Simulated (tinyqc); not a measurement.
Worked calculation: Stoner model of a band ferromagnet. Values are carried at full precision from step to step, so a last printed digit may differ when a step is redone from the rounded ones.

Density of states per atom and spin: triangular, D(e) = (4 M/W^2) (W/2 - |e|). Levels e -/+ I m/2 for up and down spin, m = n_up - n_down, n_up + n_down = nd. At zero temperature e(N) is the energy below which N states lie, and E(m) = sum over spins of integral e D de - I m^2/4.

Values chosen for the exercise:
```
symbol  value  unit  meaning
W       4.4    eV    band width, e from -W/2 to W/2
M       5            states per atom and spin
nd      9.49         electrons per atom
I       1.3    eV    Stoner parameter
```

## The paramagnetic state and the Stoner criterion

Find EF from nd/2 states per spin, D(EF) and the product I D(EF); below 1 the susceptibility is enhanced by 1/(1 - I D).

EF = 1.4974 eV
D(EF) = 0.7259 1/eV
I D(EF) = 0.9436

The paramagnet is locally stable, with a susceptibility enhanced 17.73 times.

## Energy against moment

Tabulate the splitting that the band needs, e(n_up) - e(n_down), against I m, and E(m) - E(0), at nine moments up to saturation m_max = min(nd, 2M - nd).

Energy curve:
```
m      e(n_up) (eV)  e(n_down) (eV)  difference (eV)  I m (eV)  E - E(0) (meV)
0.000        1.4974          1.4974           0.0000    0.0000             0.0
0.064        1.5428          1.4548           0.0880    0.0829             0.1
0.128        1.5915          1.4144           0.1771    0.1658             0.3
0.191        1.6445          1.3761           0.2684    0.2486             0.8
0.255        1.7032          1.3395           0.3637    0.3315             1.6
0.319        1.7697          1.3043           0.4654    0.4144             2.9
0.383        1.8487          1.2705           0.5782    0.4973             5.0
0.446        1.9516          1.2379           0.7137    0.5801             8.3
0.510        2.2000          1.2063           0.9937    0.6630            14.4
```

dE/dm is half of (difference - I m), so E falls wherever I m exceeds the difference.

## The ground state

Take the lowest of E(0), the stationary points e(n_up) - e(n_down) = I m, and saturation.

m = 0.000 muB
exchange splitting I m = 0.000 eV
E - E(0) = 0.0 meV

n_up, n_down: [4.745, 4.745]

The ground state is not magnetic.

## Checks

- States in the band over M against 1: both 1.000000.

Run: tinyqc, `OMP_NUM_THREADS=1 python tinyqc.py 1680646 1680647 out.jsonl`; Intel(R) Xeon(R) Processor @ 2.30GHz, one thread, shared host; about 0.2 s of CPU time with all checks.
